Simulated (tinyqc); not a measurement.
# From peak temperature T_p back to cross-section sigma_0

Model: deep-level transient spectroscopy (DLTS) of one majority-carrier trap. Computed by tinyqc, a small Python program. Command: `OMP_NUM_THREADS=1 python tinyqc.py 3002506 3002507 out.jsonl dlts inv`. One thread of a shared host (Intel(R) Xeon(R) Processor @ 2.30GHz), about 0.1 s of CPU time with the checks.

A filling pulse loads the traps in a one-sided junction; under reverse bias they empty at the rate e, and the capacitance relaxes as C(t) = C_0 - dC exp(-e t). The signal is S = [C(t_2) - C(t_1)]/dC.

Inputs (values chosen for the exercise, with mass and screening modelled on 4H-SiC):

| quantity | value | unit |
|---|---|---|
| density-of-states mass m | 2.04 | m_0 |
| valleys M | 1 | - |
| trap depth E_t | 1.09 | eV |
| degeneracy ratio g | 1 | - |
| gate time t_1 | 0.0001 | s |
| ratio t_2/t_1 | 4 | - |
| temperature T | 542 | K |
| dielectric constant eps | 9.65 | - |
| mean field F | 19000 | V/cm |

Carriers: holes. Extra term: Poole-Frenkel lowering.

Constants: k_B = 8.617333262e-05 eV/K; k_B = 1.380649e-23 J/K; m_0 = 9.1093837015e-31 kg; h = 6.62607015e-34 J s; e = 1.602176634e-19 C; eps_0 = 8.8541878128e-12 F/m.

Method:
- e = g sigma v N_b exp(-E/k_B T), v = sqrt(3 k_B T/m), N_b = 2 M (2 pi m k_B T/h^2)^(3/2), sigma = sigma_0, E = E_t - dE with the one-dimensional Poole-Frenkel lowering dE = sqrt(e^3 F/(pi eps eps_0)), F being held as an input apart from the bias (the centre is charged when empty).
- S(e) = exp(-e t_1) - exp(-e t_2) peaks at the rate window e_0 = ln(t_2/t_1)/(t_2 - t_1).
- T_p solves e(T) = e_0 (bisection between 15 and 1500 K); the half-height points solve S = S_max/2 on either side.

Task: A run gave the result below. Find the cross-section sigma_0, known to lie between 1e-17 and 2.1e-17 cm^2.

peak temperature T_p = 751.4607 K

Result:

Each step takes the trial c = (a f_b - b f_a)/(f_b - f_a), f being the result less the target and a, b, c the logarithms of the listed values; c replaces end b, the old b replaces a if the sign of f changed, and otherwise f_a is halved.

Scan of the range:

| cross-section sigma_0 (cm^2) | peak temperature T_p (K) |
|---|---|
| 1.00e-17 | 768.340 |
| 1.13e-17 | 763.143 |
| 1.28e-17 | 757.912 |
| 1.45e-17 | 752.744 |
| 1.64e-17 | 747.707 |
| 1.86e-17 | 742.623 |
| 2.10e-17 | 737.783 |

False position (Illinois rule, in the logarithm of the input) inside the bracket:

| step | end a | end b | trial | peak temperature T_p (K) |
|---|---|---|---|---|
| 1 | 1.45000e-17 | 1.64000e-17 | 1.49622e-17 | 751.455 |
| 2 | 1.45000e-17 | 1.49622e-17 | 1.49578e-17 | 751.467 |
| 3 | 1.49622e-17 | 1.49578e-17 | 1.49600e-17 | 751.461 |

Peak temperature T_p falls at every point of a 13-point scan of the range (every second point is shown), so one value fits; it is bracketed by 1.45e-17 and 1.64e-17. Answer: cross-section sigma_0 = 1.496e-17 cm^2.

Caution: the peak lies above 550 K, where the change of gap and level with temperature, left out here, and leakage of the diode matter.
